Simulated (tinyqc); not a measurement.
AlGaN/GaN HEMT with access regions, lumped model: two steps of the calculation.

A polarisation-induced electron sheet under a Schottky gate, in series with two ungated access regions and contacts. Drift law v = mu E/(1 + mu E/vs) under the gate. Currents in mA/mm, resistances in ohm mm. No self-heating, no channel-length modulation; fits for polarisation, barrier and offset are chosen for the exercise.

Parameters, values chosen for the exercise; values close to those of AlGaN/GaN structures: aluminium share of the barrier x = 0.32; barrier thickness d = 15 nm; relative permittivity of barrier and channel eps_r = 9.2; channel mobility mu = 1400 cm^2/(V s); saturation velocity vs = 1.5e7 cm/s; gate length Lg = 0.5 um; source access length Ls = 2 um; drain access length Ld = 8 um; resistance of each contact Rc = 0.23 ohm mm; share of the drain-access electrons removed by traps ft = 0; gate voltage Vg = 0 V; critical field Ec = 3.2 MV/cm; depth over which the depleted charge spreads te = 0.32 um; insulator under the field plate tf = 50 nm; relative permittivity of that insulator ei = 3.9.

Constants: q = 1.602176634e-19 C, eps0 = 8.8541878128e-14 F/cm where lengths are in cm. Results are converted to the units shown.

Problem 1. Polarisation charge, threshold and sheet resistance. sigma = (5e13 x + 1.6e13 x^2) cm^-2, phiB = 0.84 + 1.3 x, dEc = 0.7 (1.71 x + x^2) in volts, Cb = eps0 eps_r/d, VT = phiB - dEc - q sigma/Cb, access density n0 = -Cb VT/q. Rsh = 1/(q mu n0); largest access current q n0 vs.

Wanted: sigma; Cb; VT; n0; Rsh; q n0 vs.

Solution 1.

sigma = 1.764e13 cm^-2
Cb = 0.5431 uF/cm^2
VT = -4.403 V
n0 = 1.492e13 cm^-2
Rsh = 298.8 ohm
q n0 vs = 3586 mA/mm

Problem 2. On-resistance and breakdown. Ron = 2 Rc + Ls/(q mu n0) + Ld/(q mu (1 - ft) n0) + Lg/(mu Cb (Vg - VT)). Off state: a depleted stretch that holds the voltage V has the peak field sqrt(k V), k = 2 q n0/(eps0 eps_r te), so one edge holds V1 = Ec^2/k. The sheet under the plate pinches off at Vf = q n0 (1/Cb + tf/(eps0 ei)); beyond it the gate edge is screened. BV = V1 if Vf >= V1, else Vf + V1, and at most Ec Ld. Specific resistance Ron (Ls + Lg + Ld); figure of merit BV^2 over it.

Wanted: Ron; Vf; V1; BV; specific resistance; figure of merit.

Solution 2.

Ron = 3.597 ohm mm
Vf = 39.02 V
V1 = 55.82 V
BV = 94.84 V
specific resistance = 0.3777 mohm cm^2
figure of merit = 23.82 MW/cm^2

The plate raises BV by a factor of 1.70.

Computed by the program tinyqc: `OMP_NUM_THREADS=1 python tinyqc.py 2570094 2570095 out.jsonl`, one thread of a shared Intel Xeon 2.30GHz, about 0.02 s for the whole run.
